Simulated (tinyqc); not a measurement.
# Effect of the position of a charge sheet

One sheet of -5e11 cm^-2 lies at the depth x from the gate; it shifts Vfb by -(q/eps0) Q s, with s = x/e2 in layer 2 and t2/e2 + (x - t2)/e1 in layer 1, and it induces the share s/(t1/e1 + t2/e2) of its image in the semiconductor.

Inputs (values chosen for the exercise): thickness of layer 1, next to the semiconductor t1 = 1.4 nm; relative permittivity of layer 1 e1 = 7.77; thickness of layer 2, next to the gate t2 = 4.6 nm; relative permittivity of layer 2 e2 = 25.2.

Constants: q = 1.602176634e-19 C, eps0 = 8.8541878128e-14 F/cm where lengths are in cm. Results are converted to the units shown.

Effect of the position of a charge sheet:
```
x (nm)  shift (mV)  image in the semiconductor (%)
0                0                               0
0.75         2.693                           8.205
1.5          5.385                           16.41
2.25         8.078                           24.62
3            10.77                           32.82
3.75         13.46                           41.03
4.5          16.16                           49.23
5.25         24.08                           73.39
6            32.82                           100.0
```

What does the table show?

The shift grows from 0 at the gate to 32.8 mV at the semiconductor, by 3.59 mV/nm in layer 2 and 11.6 mV/nm in layer 1, the ratio of the permittivities. A sheet between the layers has 50.3 % of its full effect.

Program tinyqc, `OMP_NUM_THREADS=1 python tinyqc.py 2010135 2010136 out.jsonl`; Intel Xeon 2.30GHz, shared host, one thread, about 0.01 s.
